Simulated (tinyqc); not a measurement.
What each oscillator parameter does: Lorentz oscillators and the Kramers-Kronig relations.

eps(E) = 1 + sum_j S_j/(E0_j^2 - E^2 - i G_j E).

n + i k = sqrt(eps1 + i eps2) with k >= 0; R = ((n - 1)^2 + k^2)/((n + 1)^2 + k^2) at normal incidence from vacuum; alpha = 2 E k/(hbar c), times 1e8 for 1/cm; loss function Im(-1/eps) = eps2/(eps1^2 + eps2^2).

Inputs chosen for the exercise (line positions loosely like those of Ge; Lorentz tails absorb below the gap, where the real solid is clear; the results hold for these values, not for the real material):

| symbol | value | unit | meaning |
|---|---|---|---|
| E0 | (2.25, 3.2, 4.39) | eV | resonances |
| G | (0.47, 0.95, 0.71) | eV | widths |
| S | (21.5, 35.2, 105.3) | eV^2 | strengths |
| E | 3.87 | eV | photon energy |

At the energy E.

One parameter was then changed.

Results before and after:

| case | eps1 | eps2 | n | k | R |
|---|---|---|---|---|---|
| base | 11.661 | 15.113 | 3.921 | 1.927 | 0.438 |
| changed | 11.511 | 16.287 | 3.966 | 2.053 | 0.451 |

Which of these changes was made? (a) E0 = (2.25, 3.36, 4.39) eV; (b) E = 4.064 eV; (c) G = (0.47, 1.425, 0.71) eV; (d) S = (21.5, 42.24, 105.3) eV^2.

Answer: (a) E0 = (2.25, 3.36, 4.39) eV. Of the candidates, run in turn, only this one gives the changed row.

All candidates:

| case | eps1 | eps2 | n | k | R |
|---|---|---|---|---|---|
| base | 11.661 | 15.113 | 3.921 | 1.927 | 0.438 |
| E0 = (2.25, 3.36, 4.39) eV | 11.511 | 16.287 | 3.966 | 2.053 | 0.451 |
| G = (0.47, 1.425, 0.71) eV | 13.144 | 15.187 | 4.076 | 1.863 | 0.442 |
| S = (21.5, 42.24, 105.3) eV^2 | 10.734 | 15.833 | 3.864 | 2.049 | 0.445 |
| E = 4.064 eV | 13.332 | 21.891 | 4.414 | 2.480 | 0.502 |

Program tinyqc; command `OMP_NUM_THREADS=1 python tinyqc.py 1681427 1681428 out.jsonl`; about 0.2 s on one thread of a shared Intel(R) Xeon(R) Processor @ 2.30GHz.
